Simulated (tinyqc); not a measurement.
What moves the Penn gap and the ionicity: Penn model of the dielectric constant and Phillips ionicity.

n = 32/a^3; Ep^2 = 8 pi c e2 n with c = hbar^2/2m0, e2 = e^2/(4 pi eps0); EF = c (3 pi^2 n)^(2/3); eps = 1 + (Ep/Eg)^2 S with S = 1 - Eg/(4 EF) + (Eg/(4 EF))^2/3, Eg the Penn gap. Core d shells are left out.

Phillips: bond length d = sqrt(3) a/4; homopolar gap Eh = 39.74 d^(-2.48) eV (d in angstrom); Eg^2 = Eh^2 + C^2; ionicity fi = C^2/Eg^2.

Constants: hbar^2/2m0 = 3.80998211 eV angstrom^2; e^2/(4 pi eps0) = 14.39964547 eV angstrom.

Inputs chosen for the exercise (out of a larger set: near those of ZnSe; not measured data): a = 5.644 angstrom (cubic lattice constant, 32 valence electrons a cell); ei = 5.97 (high-frequency dielectric constant).

Eg from ei; fi = 1 - (Eh/Eg)^2, printed even where negative.

One parameter was then changed.

Results before and after:
```
case     Ep (eV)  Eg (eV)  Eh (eV)     fi
base      15.666    6.536    4.333  0.561
changed   15.207    6.340    4.125  0.577
```

Which of these changes was made? (a) ei = 5.37; (b) a = 5.757 angstrom.
Answer: (b) a = 5.757 angstrom. Of the candidates, run in turn, only this one gives the changed row.

All candidates:
```
case                Ep (eV)  Eg (eV)  Eh (eV)     fi
base                 15.666    6.536    4.333  0.561
a = 5.757 angstrom   15.207    6.340    4.125  0.577
ei = 5.37            15.666    6.938    4.333  0.610
```

With the tabulated Phillips C of about 5.6 eV, fi would be 0.63; this model leaves out the d-shell factor.

(tinyqc, `OMP_NUM_THREADS=1 python tinyqc.py 1682501 1682502 out.jsonl`, Intel(R) Xeon(R) Processor @ 2.30GHz, 1 thread, shared host, about 0.01 s.)
